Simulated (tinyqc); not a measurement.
Free and trapped electrons in a MOS channel with a dense trap tail: one step of the calculation.

p-type body, charge-sheet picture, full ionisation (an idealisation for deep acceptors), Boltzmann statistics for free electrons. e = Ec - EF at the surface. Acceptor-like traps of density D(E) = D0 + De exp(-E/Ew) at depth E below Ec, from 0 to Eu, hold n_t = integral of D(E)/(1 + exp((e - E)/Vt)). psi = Eg - Vt ln(Nv/Na) - e; N_dep = sqrt(2 eps0 eps_r Na (psi - Vt)/q); n_f = sqrt(N_dep^2 + 2 eps0 eps_r Vt Nc exp(-e/Vt)/q) - N_dep; Vg = Vfb + psi + q (N_dep + n_t + n_f)/Cox, Cox = eps0 eox/tox.

Problem. Trapped charge. Trapezoid rule on 14 equal steps from 0 to Eu, f = 1/(1 + exp((e - E)/Vt)).

Parameters, values chosen for the exercise; band and dielectric values close to those of 4H silicon carbide:
- T = 300 K (temperature)
- D0 = 2.9e11 cm^-2 eV^-1 (constant background density of acceptor-like traps)
- De = 5e12 cm^-2 eV^-1 (density of the tail at the conduction edge)
- Ew = 0.08 eV (decay energy of the tail)
- Eu = 0.94 eV (depth below Ec down to which the traps reach)
- e = 0.065 eV (Ec - EF at the surface)

Constants: q = 1.602176634e-19 C, kB = 1.380649e-23 J/K, Vt = kB T/q. Results are converted to the units shown.

Give: E; D(E) f; n_t.

Solution.

```
point    E (eV)  D(E) f (cm^-2 eV^-1)
0             0             3.9601e11
1      0.067143             1.2758e12
2       0.13429             1.1447e12
3       0.20143             6.8964e11
4       0.26857             4.6400e11
5       0.33571             3.6524e11
6       0.40286             3.2251e11
7       0.47000             3.0404e11
8       0.53714             2.9607e11
9       0.60429             2.9262e11
10      0.67143             2.9113e11
11      0.73857             2.9049e11
12      0.80571             2.9021e11
13      0.87286             2.9009e11
14      0.94000             2.9004e11
```

n_t = 4.4714e11 cm^-2

Program tinyqc, `OMP_NUM_THREADS=1 python tinyqc.py 2222040 2222041 out.jsonl`; Intel Xeon 2.30GHz, shared host, one thread, about 0.02 s.
